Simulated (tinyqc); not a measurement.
Empirical pseudopotential in a few plane waves, step by step. One step of it, computed by the program tinyqc.

Question. Levels at k. Diagonalise the Hermitian matrix.

H(k) at k (eV), lower triangle (Hermitian):
```
                     +0+0+0               -1-1-1               -1-1+1               -1+1-1
+0+0+0             1.116778
-1-1-1   2.299342-1.289171i            13.646973
-1-1+1  -2.299342-1.289171i   0.000000+0.884370i            21.403761
-1+1-1  -2.299342-1.289171i   0.000000+0.884370i             0.000000             8.674674
-1+1+1  -2.299342+1.289171i             0.000000   0.000000+0.884370i   0.000000+0.884370i
+1-1-1  -2.299342-1.289171i   0.000000+0.884370i             0.000000             0.000000
+1-1+1  -2.299342+1.289171i             0.000000   0.000000+0.884370i             0.000000
+1+1-1  -2.299342+1.289171i             0.000000             0.000000   0.000000+0.884370i
+1+1+1   2.299342+1.289171i             0.000000             0.000000             0.000000
-2+0+0   0.000000-0.884370i  -2.299342+1.289171i  -2.299342-1.289171i  -2.299342-1.289171i
+0-2+0   0.000000-0.884370i  -2.299342+1.289171i  -2.299342-1.289171i   0.692689-0.221276i
+0+0-2   0.000000-0.884370i  -2.299342+1.289171i   0.692689-0.221276i  -2.299342-1.289171i
+0+0+2   0.000000+0.884370i  -0.692689-0.221276i   2.299342+1.289171i  -0.692689+0.221276i
+0+2+0   0.000000+0.884370i  -0.692689-0.221276i  -0.692689+0.221276i   2.299342+1.289171i
+2+0+0   0.000000+0.884370i  -0.692689-0.221276i  -0.692689+0.221276i  -0.692689+0.221276i

                     -1+1+1               +1-1-1               +1-1+1               +1+1-1
-1+1+1            16.431461
+1-1-1             0.000000            15.635893
+1-1+1             0.000000   0.000000+0.884370i            23.392680
+1+1-1             0.000000   0.000000+0.884370i             0.000000            10.663594
+1+1+1   0.000000+0.884370i             0.000000   0.000000+0.884370i   0.000000+0.884370i
-2+0+0   2.299342-1.289171i   0.692689-0.221276i  -0.692689-0.221276i  -0.692689-0.221276i
+0-2+0  -0.692689-0.221276i  -2.299342-1.289171i   2.299342-1.289171i  -0.692689-0.221276i
+0+0-2  -0.692689-0.221276i  -2.299342-1.289171i  -0.692689-0.221276i   2.299342-1.289171i
+0+0+2  -2.299342+1.289171i  -0.692689+0.221276i  -2.299342+1.289171i   0.692689+0.221276i
+0+2+0  -2.299342+1.289171i  -0.692689+0.221276i   0.692689+0.221276i  -2.299342+1.289171i
+2+0+0   0.692689+0.221276i   2.299342+1.289171i  -2.299342+1.289171i  -2.299342+1.289171i

                     +1+1+1     -2+0+0     +0-2+0     +0+0-2
+1+1+1            18.420381
-2+0+0  -0.692689+0.221276i  19.017057
+0-2+0  -0.692689+0.221276i   0.000000  25.978276
+0+0-2  -0.692689+0.221276i   0.000000   0.000000  13.249189
+0+0+2  -2.299342-1.289171i   0.000000   0.000000   0.000000
+0+2+0  -2.299342-1.289171i   0.000000   0.000000   0.000000
+2+0+0  -2.299342-1.289171i   0.000000   0.000000   0.000000

           +0+0+2     +0+2+0     +2+0+0
+0+0+2  28.762764
+0+2+0   0.000000  16.033677
+2+0+0   0.000000   0.000000  22.994896
```

Give: eigenvalues.

Answer.

eigenvalues (eV): -3.9550  6.6486  8.8862  9.6396  13.6591  15.2406  16.6341  16.8961  18.8295  20.4091  21.6805  23.8157  26.6960  28.6347  31.7074
